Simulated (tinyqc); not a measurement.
Worked calculation: plane-wave Kohn-Sham cycle with exchange-only LDA in a layered model solid. Computed by tinyqc, a small Python program that keeps every step. Settings: points = 16, plane-wave index or count = 2, electrons = 2, k points = 3, area = 15.0, mixing = 0.5, iteration cap = 50, Kerker q0 = 0.88. Command: `OMP_NUM_THREADS=1 python tinyqc.py 23186 23187 out.jsonl` (the two numbers bound the seeds that draw the settings). One thread of a shared host (Intel(R) Xeon(R) Processor @ 2.60GHz), about 0.02 s of CPU time with the checks. Later iterations appear only in the table of the cycle.

## Iteration 1: potential

A solid whose potential varies along x alone (atomic units):
```
parameter                      value
period a                    5.400000
cross-section of the cell  15.000000
electrons per cell                 2
grid points                       16
plane waves -n..n, n               2
k points                           3
V1 in V1 cos(2 pi x/a)     -0.410000
```

density at the start, on the grid x_j = j a/N (e/bohr^3): [0.02469136, 0.02469136, 0.02469136, 0.02469136, 0.02469136, 0.02469136, 0.02469136, 0.02469136, 0.02469136, 0.02469136, 0.02469136, 0.02469136, 0.02469136, 0.02469136, 0.02469136, 0.02469136]

V_H(G) = 4 pi rho(G)/G^2 for G != 0 (uniform background); v_x = -(3 rho/pi)^(1/3); V = V_ext + V_H + v_x; Fourier components f(G_m) = (1/N) sum_j f(x_j) exp(-i G_m x_j).

Potentials on the grid (hartree):
```
x             V_ext       V_H        v_x          V
0.000000  -0.410000  0.000000  -0.286751  -0.696751
0.337500  -0.378791  0.000000  -0.286751  -0.665542
0.675000  -0.289914  0.000000  -0.286751  -0.576665
1.012500  -0.156900  0.000000  -0.286751  -0.443652
1.350000          0  0.000000  -0.286751  -0.286751
1.687500   0.156900  0.000000  -0.286751  -0.129851
2.025000   0.289914  0.000000  -0.286751   0.003162
2.362500   0.378791  0.000000  -0.286751   0.092039
2.700000   0.410000  0.000000  -0.286751   0.123249
3.037500   0.378791  0.000000  -0.286751   0.092039
3.375000   0.289914  0.000000  -0.286751   0.003162
3.712500   0.156900  0.000000  -0.286751  -0.129851
4.050000          0  0.000000  -0.286751  -0.286751
4.387500  -0.156900  0.000000  -0.286751  -0.443652
4.725000  -0.289914  0.000000  -0.286751  -0.576665
5.062500  -0.378791  0.000000  -0.286751  -0.665542
```

V(G_m), m = 0, 1, 2, ... (hartree): [-0.286751, -0.205000, 0.000000, 0.000000, 0.000000]

## Iteration 1: Hamiltonian at one k

k = 0.000000 2 pi / a

H(m,m') = (k + G_m)^2/2 delta + V(G_m - G_m'), with V(-G) = V(G).

H (hartree), order -2, -1, +0, +1, +2:
```
[[2.420959, -0.205000, 0.000000, 0.000000, 0.000000],
 [-0.205000, 0.390176, -0.205000, 0.000000, 0.000000],
 [0.000000, -0.205000, -0.286751, -0.205000, 0.000000],
 [0.000000, 0.000000, -0.205000, 0.390176, -0.205000],
 [0.000000, 0.000000, 0.000000, -0.205000, 2.420959]]
```

## Iteration 1: levels at that k

Diagonalise the Hermitian matrix.

eigenvalues (hartree): [-0.395763, 0.369689, 0.478391, 2.441446, 2.441756]

## Iteration 1: new density

Motion across x is left out: the lowest 1 band(s) hold two electrons at each of the k points (j + 1/2)/nk - 1/2. Residual R = rho(out) - rho(in); rho(new) = rho(in) + 0.5 R, with R(G) scaled by G^2/(G^2 + 0.88^2) (Kerker). rho(out) = 2/(a A nk) sum |psi|^2 with psi = sum c exp(i G x). Harris energy E = band energy - dV sum rho (V_H/2 + v_x) + (3/4) dV sum rho v_x with rho(in), dV = a A/N, band energy = (2/nk) sum of the filled levels.

rho(out) (e/bohr^3): [0.05724727, 0.05328521, 0.04307336, 0.03048481, 0.01920790, 0.01111731, 0.00627284, 0.00387810, 0.00317539, 0.00387810, 0.00627284, 0.01111731, 0.01920790, 0.03048481, 0.04307336, 0.05328521]

density after iteration 1 (e/bohr^3): [0.03578321, 0.03428004, 0.03048054, 0.02599842, 0.02229347, 0.01998071, 0.01888454, 0.01850627, 0.01843054, 0.01850627, 0.01888454, 0.01998071, 0.02229347, 0.02599842, 0.03048054, 0.03428004]

energy per cell = -0.60430805 hartree

## Iteration 2: potential

As before.

Potentials on the grid (hartree):
```
x             V_ext        V_H        v_x          V
0.000000  -0.410000   0.084156  -0.324502  -0.650345
0.337500  -0.378791   0.076402  -0.319893  -0.622281
0.675000  -0.289914   0.055202  -0.307608  -0.542320
1.012500  -0.156900   0.025796  -0.291724  -0.422829
1.350000          0  -0.005580  -0.277151  -0.282731
1.687500   0.156900  -0.033694  -0.267215  -0.144009
2.025000   0.289914  -0.055212  -0.262236  -0.027535
2.362500   0.378791  -0.068504  -0.260473   0.049813
2.700000   0.410000  -0.072977  -0.260118   0.076906
3.037500   0.378791  -0.068504  -0.260473   0.049813
3.375000   0.289914  -0.055212  -0.262236  -0.027535
3.712500   0.156900  -0.033694  -0.267215  -0.144009
4.050000          0  -0.005580  -0.277151  -0.282731
4.387500  -0.156900   0.025796  -0.291724  -0.422829
4.725000  -0.289914   0.055202  -0.307608  -0.542320
5.062500  -0.378791   0.076402  -0.319893  -0.622281
```

V(G_m), m = 0, 1, 2, ... (hartree): [-0.284826, -0.181909, -0.000996, 0.000097, 0.000051]

## Iteration 2: Hamiltonian at one k

k = 0.000000 2 pi / a

As before.

H (hartree), order -2, -1, +0, +1, +2:
```
[[2.422884, -0.181909, -0.000996, 0.000097, 0.000051],
 [-0.181909, 0.392101, -0.181909, -0.000996, 0.000097],
 [-0.000996, -0.181909, -0.284826, -0.181909, -0.000996],
 [0.000097, -0.000996, -0.181909, 0.392101, -0.181909],
 [0.000051, 0.000097, -0.000996, -0.181909, 2.422884]]
```

## Iteration 2: levels at that k

As before.

eigenvalues (hartree): [-0.372878, 0.376906, 0.462847, 2.439025, 2.439244]

## Iteration 2: new density

As before.

rho(out) (e/bohr^3): [0.05511281, 0.05152508, 0.04221265, 0.03056686, 0.01990292, 0.01202509, 0.00714336, 0.00464840, 0.00390020, 0.00464840, 0.00714336, 0.01202509, 0.01990292, 0.03056686, 0.04221265, 0.05152508]

density after iteration 2 (e/bohr^3): [0.04224322, 0.03997695, 0.03419355, 0.02722600, 0.02124794, 0.01727142, 0.01516715, 0.01429106, 0.01407036, 0.01429106, 0.01516715, 0.01727142, 0.02124794, 0.02722600, 0.03419355, 0.03997695]

energy per cell = -0.56414699 hartree

## Convergence

Stop when sqrt(dV sum R^2) is below 1e-8, dV = a A/N.

Course of the cycle:
```
iteration  E (hartree)  norm of the residual
1          -0.60430805              1.72e-01
2          -0.56414699              1.08e-01
3          -0.54832943              6.68e-02
4          -0.54253691              4.13e-02
5          -0.54049004              2.56e-02
6          -0.53977950              1.60e-02
7          -0.53953449              1.00e-02
8          -0.53944995              6.29e-03
9          -0.53942063              3.97e-03
10         -0.53941038              2.51e-03
11         -0.53940676              1.59e-03
...                ...                   ...
28         -0.53940476              7.13e-07
29         -0.53940476              4.53e-07
30         -0.53940476              2.88e-07
31         -0.53940476              1.83e-07
32         -0.53940476              1.16e-07
33         -0.53940476              7.37e-08
34         -0.53940476              4.68e-08
35         -0.53940476              2.97e-08
36         -0.53940476              1.89e-08
37         -0.53940476              1.20e-08
38         -0.53940476              7.62e-09
```

Converged in 38 iterations. Before convergence this energy mixes input and output and is not variational, so it may rise towards its limit.
